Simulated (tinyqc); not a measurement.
Inside a calculation. Model: six-transistor SRAM cell, nodal equations and margins.

Computed by the program tinyqc: `OMP_NUM_THREADS=1 python tinyqc.py 2340085 2340086 out.jsonl`, one thread of a shared Intel Xeon 2.30GHz, about 0.1 s for the whole run. Printed values are rounded.

Two cross-coupled inverters (pull-down bn, pull-up bp) hold the nodes Q and QB; access transistors (ba, threshold VTn, gate on the word line at Vdd when selected) join them to the bit lines. Transistor (EKV form, voltages against the body): I = 2 n b Vt^2 [F(vp - Vs) - F(vp - Vd)] from drain to source, F(v) = ln^2(1 + exp(v/(2 Vt))), vp = (Vg - VT + sg |Vd - Vs|)/n. n-channel bodies are at 0; for the p-channel device all voltages are counted down from Vdd. b in uA/V^2 gives I in uA. For an access transistor the bit line is the drain and the node the source. In a read both bit lines are at Vdd. The cell is symmetric (no mismatch).

Values chosen for this exercise:
```
symbol  value    unit                                  meaning
T         350       K                              temperature
Vdd       0.5       V                           supply voltage
n         1.4                                     slope factor
sg      0.038                   drain-induced barrier lowering
VTn      0.31       V                      n-channel threshold
VTp       0.4       V          p-channel threshold (magnitude)
bn        610  uA/V^2  gain factor of the pull-down transistor
ba        610  uA/V^2     gain factor of the access transistor
bp        250  uA/V^2    gain factor of the pull-up transistor
```

Constants: q = 1.602176634e-19 C, kB = 1.380649e-23 J/K, Vt = kB T/q. Results are converted to the units shown.

## Iteration 1: node voltages in a read by Newton steps

(Q, QB) at the start (V): Q 0.0000000, QB 0.5000000

F1 = In(gate QB, drain Q) - Ip(gate QB, drain Q) - Ia(bit line, Q), F2 the same with Q and QB exchanged; J by central differences with +/- 1e-6 V; solve J d = -F, limit each component to +/- 0.15 V and add.

F1, F2 (uA): [-10.14797, 0.00153]

J (uS):

|  | Q | QB |
|---|---|---|
| F1 | 234.246 | 0.002 |
| F2 | 0.036 | 23.460 |

(Q, QB) after iteration 1 (V): Q 0.0433219, QB 0.4998689

## Iteration 2: node voltages in a read by Newton steps

As before.

F1, F2 (uA): [-1.620531, 0.002197]

J (uS):

|  | Q | QB |
|---|---|---|
| F1 | 160.472 | 26.026 |
| F2 | 0.119 | 15.119 |

(Q, QB) after iteration 2 (V): Q 0.0534569, QB 0.4996440

## Course of the iteration: node voltages in a read by Newton steps

Stop when the largest change of (Q, QB) is below 1e-9 V, or after 30 iterations. The rule counts as met only at the stable state with Q low.

Course of the iteration:

| iteration | Q (V) | largest \|change\| of one entry (V) |
|---|---|---|
| 1 | 0.04332188 | 0.0433 |
| 2 | 0.05345689 | 0.0101 |
| 3 | 0.05404714 | 5.90e-4 |
| 4 | 0.05404923 | 2.09e-6 |
| 5 | 0.05404923 | 2.96e-11 |

Converged in 5 iterations. At the end the number of correct digits about doubles with each step.

## Read current and disturbance

(Q, QB) (V): Q 0.05404923, QB 0.4995989

Iread = Ia(bit line at Vdd, source Q); cell ratio bn/ba; time to pull a bit line of 20 fF down by 0.1 V at that current.

Iread = 4.737519 uA
cell ratio = 1
time = 422.1619 ps

The read lifts the low node to 54.0 mV, against a balance point of 216 mV.

## The largest square in the read butterfly

| point | c (V) |
|---|---|
| 0 | 0.091 |
| 1 | 0.15 |
| 2 | 0.21 |
| 3 | 0.26 |
| 4 | 0.3 |
| 5 | 0.33 |
| 6 | 0.36 |

f(x) is the node voltage of one half-cell in a read for input x (In - Ip - Ia = 0). Static noise margin: side of the largest square between the curve (x, f(x)) and its mirror image (f(y), y); with h(c) the root x of f(x) - x = c, it is the maximum over c > 0 of h(c) - h(-c) + c.

| point | h(c) (V) | h(-c) (V) | side (V) |
|---|---|---|---|
| 0 | 0.1870854 | 0.2648386 | 0.01324684 |
| 1 | 0.1810285 | 0.2995782 | 0.03145030 |
| 2 | 0.1774981 | 0.3357542 | 0.05174387 |
| 3 | 0.1728966 | 0.3667342 | 0.06616242 |
| 4 | 0.1643722 | 0.3924918 | 0.07188037 |
| 5 | 0.1518579 | 0.4126621 | 0.06919577 |
| 6 | 0.1323789 | 0.4337547 | 0.05862419 |

The maximum over c is 71.94 mV, the read margin; with the word line off (no Ia) the same construction gives 170.9 mV.
